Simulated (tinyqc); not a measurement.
# Lossy package transmission line with skin effect, step by step

Computed by the program tinyqc: `OMP_NUM_THREADS=1 python tinyqc.py 2810130 2810131 out.jsonl`, one thread of a shared Intel Xeon 2.30GHz, about 0.01 s for the whole run. Printed values are rounded.

A uniform line in a homogeneous dielectric: c = sqrt(er)/(c0 Z0), l = Z0 sqrt(er)/c0 (c0 = 299792458 m/s), g = w c td, w = 2 pi f. The resistance joins its limits as r = sqrt(r_dc^2 + r_hf^2), with r_dc = rho/(wd th), r_hf = kr rho/(2 delta (wd + th)), delta = sqrt(rho/(pi f mu0)), mu0 = 4 pi 1e-7 H/m; this is an interpolation, and internal inductance, up to 0.05 nH/mm at low frequency, is neglected.

Parameters, values chosen for the exercise: width of the strip wd = 56 um; thickness of the strip th = 11 um; resistivity rho = 2.2 uohm cm; relative permittivity er = 2.7; loss tangent td = 0.002; lossless impedance sqrt(l/c) Z0 = 60 ohm; factor for crowding and the return path kr = 2; length len = 3.3 mm; source resistance Rg = 10 ohm; load resistance RL = 100 ohm; load capacitance CL = 100 fF; frequency f = 22 GHz.

## Line constants

delta, r_dc, r_hf, r, l, c and g as defined.

delta = 0.503292 um
r_dc = 0.0357143 ohm/mm
r_hf = 0.652421 ohm/mm
r = 0.653398 ohm/mm
l = 0.328861 nH/mm
c = 91.3503 pF/m
g = 0.0252547 S/m

r is 18.3 times r_dc; the skin depth is 0.0458 of the thickness.

## Propagation constant and impedance

gamma = sqrt((r + i w l)(g + i w c)) = alpha + i beta, Zc = sqrt((r + i w l)/(g + i w c)), roots with positive real part; loss 8.685889638 alpha in dB; phase velocity w/beta.

gamma len = 0.02047+2.50026i
Zc = 60.0019-0.3712i ohm
loss = 0.0538742 dB/mm
phase velocity over c0 = 0.608569
r/(w l) = 0.0143735

r is below w l; the low-loss estimate 8.686 (r/(2 Z0) + g Z0/2) gives 0.0539 dB/mm.

## Reflection, input impedance and transfer

ZL = 1/(1/RL + i w CL); reflection (ZL - Zc)/(ZL + Zc); Zin = Zc (ZL + Zc tanh(gamma len))/(Zc + ZL tanh(gamma len)); H = V_load/V_source = [Zin/(Zin + Rg)]/[cosh(gamma len) + (Zc/ZL) sinh(gamma len)].

ZL = 34.3553-47.4894i ohm
reflection at the load = -0.014725-0.506829i
Zin = 146.384-59.289i ohm
H = -0.676023-0.170606i
|H| = -3.13263 dB
